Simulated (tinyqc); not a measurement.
Adding salt: a particle near a wafer in liquid: double-layer and van der Waals forces (DLVO), deposition barrier and removal. Computed by tinyqc, a small Python program. Command: `OMP_NUM_THREADS=1 python tinyqc.py 3110456 3110457 out.jsonl dlvo walk`. One thread of a shared host (Intel(R) Xeon(R) Processor @ 2.30GHz), about 0.01 s of CPU time with the checks.

Sphere and flat wall, Derjaguin approximation, constant potentials in the linear-superposition form, no retardation and no hydration force.

Inputs (values chosen for the exercise, of the order of those for silica on copper in water):
```
quantity                             value   unit
particle radius R                      180     nm
Hamaker constant A                 3.3e-20      J
potential of the particle psi_1        -19     mV
potential of the wafer psi_2           -66     mV
salt concentration c               0.00017  mol/L
valence z of the symmetric salt          1      -
temperature T                          293      K
dielectric constant of the liquid     80.2      -
```

Constants: e = 1.602176634e-19 C; N_A = 6.02214076e+23 1/mol; eps_0 = 8.8541878128e-12 F/m; k_B = 1.380649e-23 J/K; k_B = 8.617333262e-05 eV/K.

Method:
- kappa^2 = 2 z^2 e^2 N_A (1000 c)/(eps eps_0 k_B T); gamma_i = tanh(z e psi_i/(4 k_B T)); Z = 64 pi eps eps_0 (k_B T/(z e))^2 gamma_1 gamma_2.
- The barrier height is zero when U = 0 and F = 0 together: kappa h = 1 and kappa = 6 Z/(e A), e = 2.718282 here; c follows from kappa^2, with the potentials held fixed.
- U(h) = Z R exp(-kappa h) - A R/(6 h); F(h) = -dU/dh = kappa Z R exp(-kappa h) - A R/(6 h^2), positive for repulsion.
- F = 0 reads x^2 exp(-x) = y with x = kappa h and y = A kappa/(6 Z); the left side peaks at x = 2 with 4/e^2 = 0.5413, so roots exist for smaller y: x < 2 is the barrier, x > 2 the secondary minimum.
- kappa scales as sqrt(c); potentials are held fixed. A dash marks rows without a maximum.

critical concentration = 0.0392303 mol/L

kappa = 0.0427748 1/nm

Z = 9.71476 pN

Against the concentration:
```
c (mol/L)  Debye length (nm)  barrier at (nm)  barrier (k_B T)  minimum at (nm)  minimum (k_B T)
3.92e-06              153.95           9.6327           380.64       1.5800e+03      -1.3980e-01
3.92e-05               48.68           5.5585           341.60       4.2866e+02      -5.0607e-01
3.92e-04               15.40           3.2847           274.71       1.1194e+02      -1.8856e+00
1.96e-03                6.89           2.3400           203.13       4.2151e+01      -4.8577e+00
7.85e-03                3.44           1.8175           120.22       1.7335e+01      -1.1316e+01
1.96e-02                2.18           1.6051            54.35       9.2154e+00      -2.0282e+01
3.53e-02                1.62           1.5410             8.39       5.8937e+00      -3.0093e+01
5.88e-02                1.26           1.5841           -31.90       3.7517e+00      -4.3375e+01
1.18e-01                0.89                -                -                -                -
```

What follows from these numbers?

At low salt the barrier tends to Z R = 432 k_B T; it is half of that between 3.9e-4 and 0.0020 mol/L and changes sign at 0.039 mol/L, while the secondary minimum deepens to -30 k_B T at 0.9 of that.

Extremes, crossings and ranges named in words are read from the listed rows.
